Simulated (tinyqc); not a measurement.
Inside a calculation. Method: RHF in the 6-311g basis, for He, spin multiplicity 1. One step of it, computed by the program tinyqc.

Task: Iteration 1: building the Fock matrix. J_ij = sum D_kl (ij|kl), K_ij = sum D_kl (ik|jl); F = H + J - 0.5 K; E = tr D H + tr D J / 2 - 0.25 tr D K + E_nn.

D at the start, order 1He 1s, 1He 2s, 1He 3s:
```
[[0.010810, -0.100892, -0.062010],
 [-0.100892, 0.941623, 0.578736],
 [-0.062010, 0.578736, 0.355701]]
```

core Hamiltonian H = T + V (hartree), order 1He 1s, 1He 2s, 1He 3s:
```
[[-0.449189, -2.025351, -1.309466],
 [-2.025351, -1.672714, -1.363028],
 [-1.309466, -1.363028, -1.211479]]
```

Two-electron integrals (ij|kl) in chemists' order, unique and non-zero (hartree):
```
(11|11) 2.395117   (21|11) 1.347337   (21|21) 0.798707   (22|11) 1.358411
(22|21) 0.863847   (22|22) 1.054927   (31|11) 0.614121   (31|21) 0.368625
(31|22) 0.406802   (31|31) 0.170715   (32|11) 0.842709   (32|21) 0.547009
(32|22) 0.700418   (32|31) 0.259418   (32|32) 0.476676   (33|11) 0.767030
(33|21) 0.510236   (33|22) 0.697580   (33|31) 0.244176   (33|32) 0.494732
(33|33) 0.558022
```

nuclear repulsion = 0 hartree

Give: Coulomb J; exchange K; Fock matrix F; total energy of this density.

Result:

Coulomb J (hartree), order 1He 1s, 1He 2s, 1He 3s:
```
[[2.205, 1.436, 0.681],
 [1.436, 1.842, 1.254],
 [0.681, 1.254, 1.303]]
```

exchange K (hartree), order 1He 1s, 1He 2s, 1He 3s:
```
[[0.917, 1.180, 0.874],
 [1.180, 1.740, 1.375],
 [0.874, 1.375, 1.139]]
```

Fock matrix F (hartree), order 1He 1s, 1He 2s, 1He 3s:
```
[[1.297, -1.179, -1.065],
 [-1.179, -0.701, -0.797],
 [-1.065, -0.797, -0.478]]
```

total energy of this density = -2.19269 hartree
